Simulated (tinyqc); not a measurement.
Worked calculation: Hubbard ring of 5 sites. One step of it, computed by the program tinyqc.

Problem. Mean-field iteration 2. H(up) = T + U n(down), H(down) = T + U n(up); fill the lowest levels; n(new) = n + mixing (n(out) - n); E = tr T (rho up + rho down) + U sum n_up n_down of the output.

one-body matrix (hopping and site energies) (eV):
```
           1          2          3          4          5
1   0.000000  -1.370000   0.000000   0.000000  -1.370000
2  -1.370000   0.000000  -1.370000   0.000000   0.000000
3   0.000000  -1.370000   0.000000  -1.370000   0.000000
4   0.000000   0.000000  -1.370000   0.000000  -1.370000
5  -1.370000   0.000000   0.000000  -1.370000   0.000000
```

U = 1.600000 eV

electrons, up and down: 4  2

mixing = 1

n(up) after iteration 1: 1 0.965745, 2 0.687326, 3 0.693858, 4 0.687326, 5 0.965745

n(down) after iteration 1: 1 0.250406, 2 0.652767, 3 0.193655, 4 0.652767, 5 0.250406

Give: levels, up; levels, down; energy; n(up) after iteration 2; n(down) after iteration 2.

Solution.

levels, up (eV): -2.1238  -0.4383  -0.0098  2.8248  2.9471

levels, down (eV): -1.4815  0.3640  0.5079  3.3587  3.6509

energy = -3.2925 eV

n(up) after iteration 2: 1 0.9632, 2 0.6992, 3 0.6753, 4 0.6992, 5 0.9632

n(down) after iteration 2: 1 0.2644, 2 0.6110, 3 0.2492, 4 0.6110, 5 0.2644
